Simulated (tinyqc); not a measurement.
Channel direction: nanosheet or nanowire with hard walls, valleys of the Si type.

Six ellipsoidal valleys along the cube axes: inverse mass tensor w = 1/mt + (1/ml - 1/mt) a a^T with a the unit axis. Device axes: x along the channel, z = [001], y = z x x.

Hard walls around a W x H rectangle. The block w_c of w in (y, z) confines; the transport mass follows from 1/m_x = w_xx - w_xc w_c^-1 w_cx. The cross-section problem c (w_yy ky^2 + 2 w_yz ky kz + w_zz kz^2), c = hbar^2/2m0, is solved in products sin(n pi y/W) sin(l pi z/H), n, l = 1 to 12; if w_yz = 0 the levels are c pi^2 (w_yy n^2/W^2 + w_zz l^2/H^2). The w_yz term couples (n, l) to (n', l') by -2 c w_yz D_nn'(W) D_ll'(H) with D_nm(L) = 4 n m/(L (n^2 - m^2)) for n + m odd and 0 otherwise.

Without degeneracy the line density is N1 exp((EF - Ec)/kB T) with N1 = sum 2 g sqrt(m_x kB T/(4 pi c)) exp(-E/kB T), here over n, l up to 80 where w_yz = 0 and over all levels of a 12 x 12 sine basis otherwise; the classical value is W H Nc with Nc = 2 g_all (m_dos kB T/(4 pi c))^(3/2), m_dos = (ml mt^2)^(1/3); dVt = kB T ln(W H Nc/N1).

Constants: hbar^2/2m0 = 3.80998211 eV angstrom^2; kB = 8.617333262e-05 eV/K.

Inputs chosen for the exercise (near those of Si; not measured data):
```
symbol  value  unit      meaning
ml      0.929  m0        longitudinal mass
mt      0.192  m0        transverse mass
T       300    K         temperature
g_all   6                number of valleys
W       160    angstrom  width, along y
H       38     angstrom  height, along z = [001]
```

The same rectangle along [100] and [110]; groups ordered by w_zz, then w_yy.

Lowest level of each group:
```
channel, group  valleys g   w_yy   w_zz  |w_yz|  m_x (m0)  E (eV)
[100] A                 2  5.208  1.076   0.000     0.192  0.0357
[100] B                 2  1.076  5.208   0.000     0.192  0.1372
[100] C                 2  5.208  5.208   0.000     0.929  0.1433
[110] A                 2  5.208  1.076   0.000     0.192  0.0357
[110] B                 4  3.142  5.208   0.000     0.560  0.1402
```

The lowest subband has m_x = 0.192 m0 and 2 valleys along [100], and 0.192 m0 and 2 valleys along [110]; its edge lies at 0.0357 and 0.0357 eV. These valleys have their axis along z, so turning the channel in the wafer plane leaves them alone; only the higher groups change.

Run: tinyqc, `OMP_NUM_THREADS=1 python tinyqc.py 1280670 1280671 out.jsonl`; Intel(R) Xeon(R) Processor @ 2.30GHz, one thread, shared host; about 0.03 s of CPU time with all checks.
